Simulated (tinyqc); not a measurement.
Worked calculation: tight binding, honeycomb lattice. One step of it, computed by the program tinyqc.

Task: Levels at k. Diagonalise the Hermitian matrix.

H(k) at k (eV), order A, B:
$$\begin{pmatrix}
1.720000 & -1.682386+0.383360i \\
-1.682386-0.383360i & -1.720000
\end{pmatrix}$$

Give: eigenvalues; weights |c|^2 of the basis functions.

Result:

eigenvalues (eV): [-2.4363, 2.4363]

weights |c|^2 of the basis functions, order A, B:
$$\begin{pmatrix}
0.1470 & 0.8530 \\
0.8530 & 0.1470
\end{pmatrix}$$
